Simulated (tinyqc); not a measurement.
Temperature series and Richardson plot: current of a Schottky diode by thermionic-emission-diffusion theory, and its read-back from I-V-T and C-V data. Computed by tinyqc, a small Python program. Command: `OMP_NUM_THREADS=1 python tinyqc.py 3008484 3008485 out.jsonl schottky walk`. One thread of a shared host (Intel(R) Xeon(R) Processor @ 2.30GHz), about 0.01 s of CPU time with the checks.

Full ionisation, no tunnelling, no recombination current. V is the voltage across the junction itself, forward positive.

Inputs (values chosen for the exercise, modelled on n-type Ga2O3):
```
quantity                                     value          unit
Richardson constant A*                        33.5  A/(cm^2 K^2)
effective density of states at 300 K, N_c  3.7e+18        1/cm^3
permittivity eps                              10.2             -
mobility mu                                    150    cm^2/(V s)
barrier without image force phi_0 (mean)      1.11            eV
doping N                                   1.3e+17        1/cm^3
junction voltage V                            0.43             V
standard deviation sigma                       110           meV
relative change of sigma^2 with bias, rho     0.59           1/V
```

Barrier: Gaussian spread of heights.

Constants: k_B = 8.617333262e-05 eV/K; e = 1.602176634e-19 C; eps_0 = 8.8541878128e-12 F/m.

Method:
- N_c(T) = N_c (T/300 K)^(3/2); V_bi = phi_0 - (k_B T/e) ln(N_c(T)/N); surface field F = sqrt(2 e N (V_bi - V - k_B T/e)/(eps eps_0)); image lowering d_phi = sqrt(e F/(4 pi eps eps_0)); effective barrier phi = phi_0 - d_phi - sigma^2 (1 - rho V)/(2 k_B T).
- Collection velocity v_R = A* T^2/(e N_c(T)); diffusion velocity v_D = mu F; J = e N_c(T) v_R/(1 + v_R/v_D) exp(-phi/k_B T) [exp(e V/k_B T) - 1].
- Ideality n = (e/k_B T)/(d ln J/dV) by a central difference of +/- 1 mV; J_0 = J exp(-e V/(n k_B T)); apparent barrier phi_IV = k_B T ln(A* T^2/J_0); a C-V plot gives phi_CV = phi_0, the mean without lowering.
- A least-squares line of ln(J_0/T^2) against 1/(k_B T) gives a barrier (minus the slope) and a Richardson constant (exp of the intercept).

At the same junction voltage:
```
T (K)  1/k_B T (1/eV)       n  J_0 (A/cm^2)  phi_IV (eV)  ln(J_0/T^2)
200            58.023  1.2968    2.5180e-12      0.70345      -37.304
250            46.418  1.2330    5.0864e-10      0.77456      -32.442
300            38.682  1.1948    4.6172e-08      0.82235      -28.298
350            33.156  1.1701    1.8855e-06      0.85683      -24.897
400            29.011  1.1534    4.0181e-05      0.88299      -22.105
450            25.788  1.1419    5.1470e-04      0.90360      -19.790
```

barrier from the Richardson plot = 0.54387 eV

Richardson constant from the plot = 0.0014633 A/(cm^2 K^2)

What does the comparison show, and why?

From 200 to 450 K n goes from 1.297 to 1.142 and phi_IV from 0.703 to 0.904 eV. The plot returns 0.544 eV against phi_0 = 1.11 and a constant 4.37e-5 times the true A*: a spread of barriers lets cold carriers pick the low patches, which bends the plot and lowers both numbers.

Extremes, crossings and ranges named in words are read from the listed rows.
